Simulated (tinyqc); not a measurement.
Inside a calculation. Method: plane-wave Kohn-Sham cycle with exchange-only LDA in a layered model solid. One step of it, computed by the program tinyqc.

Problem. Iteration 2: potential. V_H(G) = 4 pi rho(G)/G^2 for G != 0 (uniform background); v_x = -(3 rho/pi)^(1/3); V = V_ext + V_H + v_x; Fourier components f(G_m) = (1/N) sum_j f(x_j) exp(-i G_m x_j).

A solid whose potential varies along x alone (atomic units):
```
parameter                      value
period a                    7.400000
cross-section of the cell  11.000000
electrons per cell                 2
grid points                       16
plane waves -n..n, n               2
k points                           3
V1 in V1 cos(2 pi x/a)     -0.380000
```

density after iteration 1 (e/bohr^3): 0.02887311  0.02825379  0.02672064  0.02498181  0.02361486  0.02279582  0.02240300  0.02224867  0.02221009  0.02224867  0.02240300  0.02279582  0.02361486  0.02498181  0.02672064  0.02825379

Give: Potentials on the grid; V(G_m), m = 0, 1, 2, ....

Solution.

Potentials on the grid (hartree):
```
x         V_ext      V_H      v_x        V
0.0000  -0.3800   0.0601  -0.3021  -0.6220
0.4625  -0.3511   0.0545  -0.2999  -0.5965
0.9250  -0.2687   0.0391  -0.2944  -0.5240
1.3875  -0.1454   0.0181  -0.2879  -0.4152
1.8500        0  -0.0042  -0.2825  -0.2867
2.3125   0.1454  -0.0240  -0.2792  -0.1578
2.7750   0.2687  -0.0392  -0.2776  -0.0481
3.2375   0.3511  -0.0485  -0.2770   0.0256
3.7000   0.3800  -0.0517  -0.2768   0.0515
4.1625   0.3511  -0.0485  -0.2770   0.0256
4.6250   0.2687  -0.0392  -0.2776  -0.0481
5.0875   0.1454  -0.0240  -0.2792  -0.1578
5.5500        0  -0.0042  -0.2825  -0.2867
6.0125  -0.1454   0.0181  -0.2879  -0.4152
6.4750  -0.2687   0.0391  -0.2944  -0.5240
6.9375  -0.3511   0.0545  -0.2999  -0.5965
```

V(G_m), m = 0, 1, 2, ... (hartree): -0.2860  -0.1683  0.0004  -0.0001  0.0000
